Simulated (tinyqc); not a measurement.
Thermodynamics of metal silicides: hull, first phase, silicon consumed, nucleation and stability against SiO2: one step, computed by the program tinyqc.

Entropies of formation of the solids are neglected, so heats stand for free energies. Si fractions: M5Si3 0.3750, MSi 0.5000, MSi2 0.6667.

Question. First phase. Effective heat of formation: at the interface the mixture has the Si fraction x_e; the limiting element scales the heat, H_eff = H x_e/x if x_e < x, H (1 - x_e)/(1 - x) otherwise. The rule names the most negative as the first phase; its restriction to congruently melting phases is left out here.

Inputs (values chosen for the exercise, for a model metal):
```
quantity,value,unit
heat of formation of M5Si3,-18,kJ/mol atoms
heat of formation of MSi,-16.1,kJ/mol atoms
heat of formation of MSi2,-25.9,kJ/mol atoms
Si fraction x_e at the lowest liquidus,0.2,-
```

Phases: M5Si3, MSi, MSi2.

Give: H_eff; most negative H_eff.

Answer.

H_eff (kJ/mol atoms): M5Si3 -9.60, MSi -6.44, MSi2 -7.77

most negative H_eff = -9.6 kJ/mol atoms

The rule picks M5Si3, ahead of MSi2 by 1.8 kJ/mol; it is not the phase with the most negative heat itself. The rule is empirical and ignores nucleation barriers.
